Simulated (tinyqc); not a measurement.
Inside a calculation. Method: RHF in the sto-3g basis, for H2, spin multiplicity 1. One step of it, computed by the program tinyqc.

Question. Iteration 2: DIIS coefficients. Solve [B -1; -1 0][c; lambda] = [0; -1] for the coefficients, which sum to one.

B (overlaps of the stored error matrices):
```
               1              2
1  5.0026642e-01  1.1891535e-01
2  1.1891535e-01  2.8266660e-02
```

Give: DIIS coefficients.

Answer.

DIIS coefficients: -0.3118  1.3118
